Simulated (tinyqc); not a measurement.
Site energy and hopping from one surface Green function.

Problem. A semi-infinite chain with site energy e0 and hopping -t has g_s = 1/(E - e0 - t^2 g_s). Inside the band |g_s| = 1/t and Re g_s = (E - e0)/(2 t^2). Find t and e0.

g_s at E = 0.22 eV = -0.26000000-0.96560862i 1/eV

Answer. t = 1/|g_s|, and e0 = E - 2 t^2 Re g_s.

t = 1.000 eV
e0 = 0.7400 eV

Computed by the program tinyqc: `OMP_NUM_THREADS=1 python tinyqc.py 2680008 2680009 out.jsonl`, one thread of a shared Intel Xeon 2.30GHz, about 0.08 s for the whole run.
